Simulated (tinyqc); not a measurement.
Inside a calculation. Model: admittance spectroscopy and thermally stimulated current of one trap level in a depletion layer. Computed by tinyqc, a small Python program that keeps every step. Command: `OMP_NUM_THREADS=1 python tinyqc.py 3111838 3111839 out.jsonl admit walk`. One thread of a shared host (Intel(R) Xeon(R) Processor @ 2.30GHz), about 0.01 s of CPU time with the checks. Intermediate numbers are printed to about 6 digits and carried at full precision; extremes and crossings named in words are read from the listed rows.

A Schottky junction on n-type material holds one donor-like electron trap; shallow donors are fully ionised and abrupt depletion edges are assumed.

Inputs (values chosen for the exercise, modelled on n-type germanium):
```
quantity,value,unit
dielectric constant eps,16.2,-
density-of-states mass m,0.57,m_0
shallow doping N,2.6e+16,1/cm^3
trap density N_t,6.6e+14,1/cm^3
trap depth E_t below the band,0.157,eV
capture cross section sigma,4.9e-15,cm^2
band bending V_b,0.47,V
test frequency f,60000,Hz
heating rate beta,0.095,K/s
```

Constants: k_B = 1.380649e-23 J/K; m_0 = 9.1093837015e-31 kg; h = 6.62607015e-34 J s; k_B = 8.617333262e-05 eV/K; eps_0 = 8.8541878128e-12 F/m; e = 1.602176634e-19 C.

## Temperature of the peak

N_c = 2 (2 pi m k_B T/h^2)^(3/2), v_th = sqrt(3 k_B T/m), emission rate e_n = sigma v_th N_c exp(-E_t/(k_B T)). Where the level crosses the Fermi level capture equals emission, so the trap follows the signal with the rate 2 e_n; G/omega peaks at omega = 2 e_n (the correction for large N_t/N is left out). Solve 2 e_n(T_p) = 2 pi f.

peak temperature T_p = 133.352 K

N_c at T_p = 3.20038e+18 1/cm^3

e_n at T_p = 188496 1/s

E_c - E_F = k_B T_p ln(N_c/N) = 0.0553071 eV

## The capacitance step

With E_c - E_F = k_B T_p ln(N_c/N): lambda = sqrt(2 eps eps_0 (E_t - (E_c - E_F))/(e^2 N)); traps are empty and charged for x < x_t = w - lambda, and V_b = e (N w^2 + N_t x_t^2)/(2 eps eps_0). High frequency: C_hf = eps eps_0/w. Low frequency: C_lf = eps eps_0 (N + N_t)/(N w + N_t x_t).

lambda = 83.6855 nm

depletion width w = 179.264 nm

crossing point x_t = 95.5783 nm

C_hf = 80.0150 nF/cm^2

C_lf = 80.9505 nF/cm^2

step (C_lf - C_hf)/C_hf = 0.0116920

small-N_t estimate (N_t/N)(lambda/w) = 0.0118503

Reading N_t/N straight from the step would give 0.0117 against the true 0.0254: the factor lambda/w must be known.

## Scan in temperature at fixed frequency

With x = omega/(2 e_n): C = C_hf + (C_lf - C_hf)/(1 + x^2), G/omega = (C_lf - C_hf) x/(1 + x^2); C_hf and C_lf are held at their values at T_p.

Admittance:
```
T (K),omega/(2 e_n),C (nF/cm^2),G/omega (nF/cm^2)
117.3,8.38242,80.0281,0.110041
122.7,3.86731,80.0736,0.226748
126.7,2.26965,80.1670,0.345186
130.7,1.37352,80.3391,0.445160
133.4,0.99436,80.4854,0.467761
136.0,0.73686,80.6213,0.446776
140.0,0.47422,80.7787,0.362196
145.4,0.27115,80.8864,0.236295
152.0,0.14400,80.9315,0.131979
```

The peak of G/omega is half the step, 0.468 nF/cm^2. Its full width is near 2 ln(2 + sqrt3) k_B T_p^2/(E_t + 2 k_B T_p) = 22.4 K.

## Arrhenius plot

T_p for 0.1, 0.3, 1, 3 and 10 f; least-squares lines of ln(e_n/T^2) and of ln(e_n) against 1/(k_B T), e_n = pi f; sigma = exp(intercept)/(v_th N_c/T^2).

Peaks:
```
f (Hz),T_p (K),1/(k_B T) (1/eV),ln(e_n/T^2),ln(e_n)
6000,116.131,99.9265,0.33481,9.8442
18000,123.791,93.7427,1.30567,10.9429
60000,133.352,87.0218,2.36085,12.1468
180000,143.361,80.9462,3.31471,13.2454
600000,156.061,74.3589,4.34892,14.4494
```

depth from e_n/T^2 = 0.157 eV

cross section from the intercept = 4.90e-15 cm^2

depth without the T^2 = 0.180084 eV

Leaving out T^2 adds 23 meV, near 2 k_B T_p = 23 meV.

## Thermally stimulated current

Thermally stimulated current without retrapping: filled share n(T) = exp(-(1/beta) int e_n dT), current proportional to e_n n; the peak obeys beta (E_t/(k_B T^2) + 2/T) = e_n(T). The integral starts at 0.5 T_m and uses 4000 trapezoid steps to 1.2 T_m. Chen's first-order estimate from the full width W = T_2 - T_1 between the half-height points: E = 2.52 k_B T_m^2/W - 2 k_B T_m.

peak temperature T_m = 66.0975 K

lower half-height T_1 = 63.0497 K

upper half-height T_2 = 68.2875 K

filled share at T_m = 0.390542

E_t/(k_B T_m) = 27.5640

symmetry factor (T_2 - T_m)/(T_2 - T_1) = 0.418123

depth by Chen's formula = 0.169738 eV

The slow ramp empties the trap at 66 K, far below the admittance peak at 133 K, since the rate asked for is 0.042 per second instead of 190000. Chen's formula, made for a constant prefactor, gives 13 meV more than E_t.

Checks made by the program: C_lf against dQ/dV by differences (relative difference below 1e-10); depth recovered (relative difference below 1e-10); peak of the integrated curve (relative difference 3e-05).
